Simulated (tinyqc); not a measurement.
Rigid-ion and shell models of the dielectric response of an ionic crystal: one step, computed by the program tinyqc.

Charges +Z and -Z; 6 nearest neighbours, Madelung constant M = 1.747565, volume per ion pair Omega = 2.000000 d^3. Energy per pair U = -M Z^2 e2/d + 6 A exp(-d/rho), e2 = e^2/(4 pi eps_0). In the shell model the anion is a core of charge Y - Z and a massless shell of charge -Y, joined by the spring k; the repulsion acts on the shell. Each ion feels the Lorentz field E + (4 pi/3) P (Gaussian units).

Task: As a gate dielectric. Capacitance per area eps_0 eps_s/t; equivalent oxide thickness EOT = t x 3.9/eps_s; the surface optical mode against silicon (eps = 11.7) lies at omega_TO sqrt[(eps_s + 11.7)/(eps_inf + 11.7)], and its squared coupling to channel electrons scales as g = hbar omega_SO [1/(11.7 + eps_inf) - 1/(11.7 + eps_s)], with hbar omega = h c x wavenumber.

Inputs (values chosen for the exercise, for a model crystal): film thickness t = 1.9 nm.

Structure: rock salt.

omega_TO = 247.3467 1/cm

eps_s = 5.020804

eps_inf = 2.346414

Constants: eps_0 = 8.8541878128e-12 F/m; 1 THz = 33.35640952 1/cm; h x 1 THz = 4.135667696 meV.

Give: capacitance per area; equivalent oxide thickness; surface optical mode; remote-phonon coupling g.

Result:

capacitance per area = 23.397 fF/micrometre^2

equivalent oxide thickness = 1.4759 nm

surface optical mode = 269.87 1/cm

remote-phonon coupling g = 0.38100 meV
